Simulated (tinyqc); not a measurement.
# Floating body of a partially depleted SOI transistor: body voltage and kink: two studies

Source at 0 V. Channel current Ic = 2 nf K Vt^2 [F(0) - F(Vd)](1 + la Vd), F(V) = ln^2(1 + exp((Vg - VT - nf V)/(2 nf Vt))), VT = VT0 - gb Vb. Saturation voltage Vs = 2 Vt sqrt(F(0)) + 3 Vt, excess Ve = (Vd - Vs + sqrt((Vd - Vs)^2 + 0.0004 V^2))/2, multiplication M1 = Ai Ve exp(-Bl/Ve). Each junction passes D(v) = J1 (exp(v/Vt) - 1) + J2 (exp(v/(2 Vt)) - 1). Bipolar current Ib = bb J1 (exp(Vb/Vt) - 1). The body settles where M1 (Ic + Ib) = D(Vb) + D(Vb - Vd) + Vb/Rb; drain current Id = (1 + M1)(Ic + Ib) - D(Vb - Vd).

Parameters, values chosen for the exercise; values of the order met in partially depleted silicon-on-insulator transistors:

| symbol | value | unit | meaning |
|---|---|---|---|
| T | 330 | K | temperature |
| VT0 | 0.33 | V | threshold at zero body voltage |
| gb | 0.21 |  | fall of the threshold per volt of body voltage |
| nf | 1.2 |  | slope factor |
| K | 190 | uA/(V^2 um) | gain factor per width |
| la | 0.05 | 1/V | channel-length modulation factor |
| Ai | 2.05 | 1/V | impact-ionisation prefactor |
| Bl | 8.5 | V | impact-ionisation voltage |
| J1 | 1.4e-12 | uA/um | diffusion saturation current of each junction |
| J2 | 3.5e-9 | uA/um | recombination saturation current of each junction |
| bb | 1 |  | gain of the lateral bipolar transistor on the diffusion current |
| Rb | 1e9 | kohm um | resistance of a weak body tie to the source (1e9 stands for no tie, and the term is then dropped) |
| Vg | 0.62 | V | gate voltage |
| Vd | 1.3 | V | drain voltage |

Constants: q = 1.602176634e-19 C, kB = 1.380649e-23 J/K, Vt = kB T/q. Results are converted to the units shown.

Each table varies one quantity; the others keep the values above.

## Output curve and kink

Rows with more than one solution for Vb (latch) are left out; dId/dVd by a forward difference over 1e-4 V, swing = 1e-4 V over the change of log10 Id; M1 under 1e-12 is printed as 0.

Output curve and kink:
```
Vd (V)  Vb (V)        M1  Id, floating (uA/um)  Id, grounded (uA/um)  ratio  dId/dVd, floating (uS/um)  dId/dVd, grounded (uS/um)
1       0.4233  8.417e-7                 11.95                 7.038  1.698                      12.51                     0.3358
1.16    0.5298  1.565e-5                 13.50                 7.092  1.903                      7.680                     0.3411
1.32    0.5955  1.280e-4                 14.55                 7.148  2.036                      5.721                     0.3620
1.48    0.6423  6.048e-4                 15.38                 7.209  2.133                      4.690                     0.4130
1.64    0.6777  0.001987                 16.08                 7.282  2.208                      4.206                     0.5075
1.8     0.7057  0.005087                 16.75                 7.374  2.271                      4.173                     0.6537
```

What does the table show?

Vb rises from 0.423 to 0.706 V and the ratio of the currents rises from 1.70 to 2.27. The output conductance with a floating body exceeds the grounded value by the largest factor among the rows, 37.3, at Vd = 1 V, where Vb = 0.423 V and M1 = 8.42e-7.

## Transfer curve and swing

Same model as above.

Results:
columns A: Vg (V); B: Vb (V); C: M1; D: Id, floating (uA/um); E: Id, grounded (uA/um); F: ratio; G: swing, floating (mV/decade); H: swing, grounded (mV/decade)
```
A            B         C         D         E      F      G      H
-0.12  0.05590  0.002276  1.043e-6  7.405e-7  1.408  71.95  79.00
-0.02   0.1954  0.002268  4.553e-5  1.375e-5  3.312  53.61  78.83
0.18    0.5176  0.001928   0.07481  0.004364  17.14  82.83  82.79
0.28    0.5754  0.001336    0.7081   0.06062  11.68  132.5  95.03
0.38    0.5982  7.416e-4     2.755    0.4979  5.534  218.9  131.0
0.48    0.6018  3.557e-4     6.500     2.085  3.117  327.3  201.2
0.58    0.5941  1.499e-4     11.86     5.345  2.219  445.3  297.4
0.68    0.5777  5.442e-5     18.74     10.35  1.810  568.1  406.0
```

Estimate the missing row, Vg = 0.08 V.

Computed row:
columns A: Vg (V); B: Vb (V); C: M1; D: Id, floating (uA/um); E: Id, grounded (uA/um); F: ratio; G: swing, floating (mV/decade); H: swing, grounded (mV/decade)
```
A          B         C         D         E      F      G      H
0.08  0.4037  0.002206  0.002854  2.526e-4  11.30  61.57  79.58
```

With this row back in the table: Vb goes from 0.0559 through a maximum of 0.602 (at Vg = 0.48 V among the rows listed) to 0.578 V. The smallest swing among the rows is 53.6 mV a decade with a floating body (at Vg = -0.02 V) and 78.8 with a grounded one; Vt ln 10 = 65.5. The floating swing is smaller by more than 3 % for Vg = -0.12, -0.02, 0.08 V, where the rising Vb lowers the threshold as Vg rises. In the first row the floating body raises the current by a factor of 1.41.

Range of the model: The multiplication law is an empirical form chosen for the exercise; self-heating and capacitive coupling to the body are left out, and the linear laws are rough once Vb passes about 0.7 V or M1 about 0.1.

Program tinyqc, `OMP_NUM_THREADS=1 python tinyqc.py 2182166 2182167 out.jsonl`; Intel Xeon 2.30GHz, shared host, one thread, about 0.2 s.
